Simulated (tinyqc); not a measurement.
Plane-wave Kohn-Sham cycle with exchange-only LDA in a layered model solid, step by step. One step of it, computed by the program tinyqc.

Question. Iteration 1: Hamiltonian at one k. H(m,m') = (k + G_m)^2/2 delta + V(G_m - G_m'), with V(-G) = V(G).

A solid whose potential varies along x alone (atomic units):
```
parameter,value
period a,6.600000
cross-section of the cell,18.000000
electrons per cell,4
grid points,16
"plane waves -n..n, n",2
k points,3
V1 in V1 cos(2 pi x/a),-0.290000
```

V(G_m), m = 0, 1, 2, ... (hartree): -0.317984  -0.145000  0.000000  0.000000  0.000000

k = 0.000000 2 pi / a

Give: H.

Answer.

H (hartree):
```
,-2,-1,+0,+1,+2
-2,1.4946,-0.1450,0.0000,0.0000,0.0000
-1,-0.1450,0.1352,-0.1450,0.0000,0.0000
+0,0.0000,-0.1450,-0.3180,-0.1450,0.0000
+1,0.0000,0.0000,-0.1450,0.1352,-0.1450
+2,0.0000,0.0000,0.0000,-0.1450,1.4946
```
